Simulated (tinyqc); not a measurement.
Worked calculation: five-frequency model of solute diffusion by vacancies in an fcc metal. Computed by tinyqc, a small Python program that keeps every step. Command: `OMP_NUM_THREADS=1 python tinyqc.py 3030989 3030990 out.jsonl fivefreq walk`. One thread of a shared host (Intel(R) Xeon(R) Processor @ 2.30GHz), about 0.07 s of CPU time with the checks. Intermediate numbers are printed to about 5 digits and carried at full precision; extremes and crossings named in words are read from the listed rows.

A vacancy next to the solute exchanges with it (w2), jumps to one of 4 sites that also neighbour the solute (w1) or to one of 7 that do not (w3); w4 is the reverse of w3 and w0 the host jump.

Inputs (values chosen for the exercise, for a model solute in a host close to copper):

| quantity | value | unit |
|---|---|---|
| barrier E0 (host jump) | 0.69 | eV |
| barrier E1 (vacancy circles the solute) | 0.763 | eV |
| barrier E2 (exchange) | 0.882 | eV |
| barrier E3 (dissociation) | 0.753 | eV |
| binding energy E_b (positive for attraction) | 0.052 | eV |
| vacancy formation energy E_f | 1.32 | eV |
| formation entropy S_f | 2.4 | k_B |
| attempt frequency nu | 7.6 | THz |
| lattice constant a | 3.61 | angstrom |
| temperature T | 640 | K |

Constants: k_B = 8.617333262e-05 eV/K.

## Jump rates

w_i = nu exp(-E_i/(k_B T)); detailed balance gives E4 = E3 - E_b.

rates (1/s): w0 2.8009e+07, w1 7.4551e+06, w2 8.6173e+05, w3 8.9372e+06, w4 2.2945e+07

## Correlation factor

Manning: with y = w4/w0, 7F = 7 - (10 y^4 + 180.5 y^3 + 927 y^2 + 1341 y)/(2 y^4 + 40.2 y^3 + 254 y^2 + 597 y + 436); f2 = (2 w1 + 7F w3)/(2 w2 + 2 w1 + 7F w3). The mean cosine between successive solute jumps follows from f2 = (1 + c)/(1 - c).

y = w4/w0 = 0.81918

7F = 5.3690

correlation factor f2 = 0.97333

mean cosine c = -0.013516

The vacancy moves on by other jumps before it exchanges again, so solute jumps are nearly random.

## Diffusivities

c_v = exp(S_f - E_f/(k_B T)); host D0 = a^2 c_v w0 x 0.7815; solute D2 = a^2 c_v exp(E_b/(k_B T)) w2 f2; 1 angstrom^2 = 1e-16 cm^2.

vacancy fraction c_v = 4.4439e-10

host diffusivity D0 = 1.2677e-17 cm^2/s

solute diffusivity D2 = 1.2471e-18 cm^2/s

ratio D2/D0 = 0.098374

The ratio splits into binding 2.57, exchange rate 0.0308 and correlation 1.25.

## Solute against host over temperature

The formulas are those given above.

Diffusion:

| T (K) | f2 | D0 (cm^2/s) | D2 (cm^2/s) | D2/D0 |
|---|---|---|---|---|
| 416 | 0.99224 | 3.8038e-26 | 9.7234e-28 | 0.02556 |
| 480 | 0.98754 | 6.7142e-23 | 2.8753e-24 | 0.04282 |
| 544 | 0.98215 | 2.0409e-20 | 1.2944e-21 | 0.06342 |
| 640 | 0.97333 | 1.2677e-17 | 1.2471e-18 | 0.09837 |
| 736 | 0.96421 | 1.4708e-15 | 1.9959e-16 | 0.13570 |
| 832 | 0.95523 | 5.6969e-14 | 9.8805e-15 | 0.17344 |
| 928 | 0.94662 | 1.0355e-12 | 2.1782e-13 | 0.21035 |

The apparent activation energy of D2 is 2.149 eV between the coldest rows and 2.144 eV between the hottest; without correlation it would be E_f - E_b + E2 = 2.150 eV, and the host has 2.010 eV. f2 is not small, so the exchange barrier governs.

Checks made by the program: Manning formula against a solved vacancy walk within 5 nearest-neighbour distances (relative difference 2e-04).
